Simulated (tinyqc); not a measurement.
Tight binding, honeycomb lattice, step by step. One step of it, computed by the program tinyqc.

Problem. Levels at k. Diagonalise the Hermitian matrix.

H(k) at k (eV):
```
,A,B
A,0.160399,0.088488+2.786692i
B,0.088488-2.786692i,-0.134183
```

Give: eigenvalues; weights |c|^2 of the basis functions.

Solution.

eigenvalues (eV): -2.779  2.805

weights |c|^2 of the basis functions:
```
,band 1,band 2
A,0.474,0.526
B,0.526,0.474
```
